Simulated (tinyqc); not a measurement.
The diagram with and without ligand: potential-pH (Pourbaix) lines of a metal, its cation, its oxide and an oxyanion, with a complexing ligand. Computed by tinyqc, a small Python program. Command: `OMP_NUM_THREADS=1 python tinyqc.py 3002326 3002327 out.jsonl pourb walk`. One thread of a shared host (Intel(R) Xeon(R) Processor @ 2.30GHz), about 0.02 s of CPU time with the checks.

Potentials are against the standard hydrogen electrode; solids and water have unit activity; dG_f of M, H+ and the electron is zero; F = e N_A and s = R T ln(10)/F. The cation carries z = 2.

Inputs (values chosen for the exercise, modelled on zinc):

| quantity | value | unit |
|---|---|---|
| dG_f of the cation | -148.1 | kJ/mol |
| dG_f of the oxide | -318.63 | kJ/mol |
| dG_f of the oxyanion | -381.62 | kJ/mol |
| dG_f of water | -237.14 | kJ/mol |
| temperature T | 298.15 | K |
| log10 of the dissolved activity a | -3 | - |
| log10 of the stability constant beta of ML | 11 | - |
| pKa of HL | 8 | - |
| total ligand c_L | 0.059 | mol/L |

Species: M, M2+, MO, MO2(2-).

Constants: R = 8.314462618 J/(mol K); e = 1.602176634e-19 C; N_A = 6.02214076e+23 1/mol.

Method. M2+ + 2e = M; MO + 2H+ + 2e = M + H2O; MO2(2-) + 4H+ + 2e = M + 2H2O. For each, E0 = -dG/(z F), and E = E0 + (s/z) log10 a - (s n_H/z) pH, with no activity term for the oxide. The free ligand is c_L/(1 + 10^(pKa - pH)) (ligand in excess); dissolved metal is a in all, so the free cation is a/alpha, alpha = 1 + beta [L]; the cation line drops by (s/z) log10 alpha.

E0 (V): cation -0.767474, oxide -0.422292, oxyanion 0.480177

s = 0.0591593 V

Lines against the metal (V); the species with the lowest line is stable above it:

| pH | cation | oxide | oxyanion | stable above | cation with ligand | stable above, ligand |
|---|---|---|---|---|---|---|
| 0 | -0.85621 | -0.4223 | 0.3914 | cation | -0.9088 | dissolved |
| 2 | -0.85621 | -0.5406 | 0.1548 | cation | -0.9678 | dissolved |
| 4 | -0.85621 | -0.6589 | -0.0818 | cation | -1.0269 | dissolved |
| 5 | -0.85621 | -0.7181 | -0.2002 | cation | -1.0565 | dissolved |
| 6 | -0.85621 | -0.7772 | -0.3185 | cation | -1.0859 | dissolved |
| 7 | -0.85621 | -0.8364 | -0.4368 | cation | -1.1144 | dissolved |
| 8 | -0.85621 | -0.8956 | -0.5551 | oxide | -1.1363 | dissolved |
| 9 | -0.85621 | -0.9547 | -0.6734 | oxide | -1.1440 | dissolved |
| 10 | -0.85621 | -1.0139 | -0.7917 | oxide | -1.1451 | dissolved |
| 12 | -0.85621 | -1.1322 | -1.0284 | oxide | -1.1452 | dissolved |
| 14 | -0.85621 | -1.2505 | -1.2650 | oxyanion | -1.1452 | oxyanion |

Without ligand the oxide holds 4 of the eleven rows (pH 8 to 12), with it 0. The ligand acts once beta [L] exceeds 1, from pH = pKa - log10(beta c_L) = -1.8 on, that is in all rows; its line then falls by at most s/z per pH unit and flattens beyond pKa, 0.289 V below the free cation at most. The oxide line falls faster, by s per pH unit.

Extremes, crossings and ranges named in words are read from the listed rows.
